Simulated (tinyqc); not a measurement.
Sp3 tight binding, zinc-blende lattice, step by step. One step of it, computed by the program tinyqc.

Question. Levels at k. Diagonalise the Hermitian matrix.

H(k) at k (eV), lower triangle (Hermitian):
```
                      a s                 a px                 a py                 a pz
a s            -13.020000
a px             0.000000            -6.420000
a py             0.000000             0.000000            -6.420000
a pz             0.000000             0.000000             0.000000            -6.420000
c s   -1.712699-0.581757i   0.215637+2.866978i   0.271009+2.281200i   4.847796+0.127527i
c px  -0.215637-2.866978i   0.889541+0.302153i  -5.868098-0.154368i  -0.328048-2.761318i
c py  -0.271009-2.281200i  -5.868098-0.154368i   0.889541+0.302153i  -0.261021-3.470384i
c pz  -4.847796-0.127527i  -0.328048-2.761318i  -0.261021-3.470384i   0.889541+0.302153i

             c s       c px       c py       c pz
c s   -11.620000
c px    0.000000  -5.680000
c py    0.000000   0.000000  -5.680000
c pz    0.000000   0.000000   0.000000  -5.680000
```

Give: eigenvalues; weights |c|^2 of the basis functions.

Answer.

eigenvalues (eV): -17.1391  -15.4364  -13.7764  -12.8726  -3.0680  -1.2228  0.7757  1.7997

weights |c|^2 of the basis functions:
```
      band 1  band 2  band 3  band 4  band 5  band 6  band 7  band 8
a s   0.5822  0.1482  0.0093  0.0001  0.1685  0.0898  0.0001  0.0017
a px  0.0172  0.0688  0.1477  0.2523  0.0506  0.0794  0.2148  0.1693
a py  0.0120  0.0555  0.1634  0.2726  0.0259  0.0354  0.2536  0.1817
a pz  0.0174  0.1628  0.2012  0.0021  0.2374  0.2509  0.0044  0.1237
c s   0.2284  0.4313  0.0165  0.0002  0.2319  0.0897  0.0001  0.0019
c px  0.0419  0.0230  0.1423  0.2263  0.0440  0.0971  0.2394  0.1860
c py  0.0296  0.0195  0.1585  0.2443  0.0226  0.0433  0.2827  0.1996
c pz  0.0713  0.0909  0.1611  0.0021  0.2191  0.3144  0.0049  0.1361
```
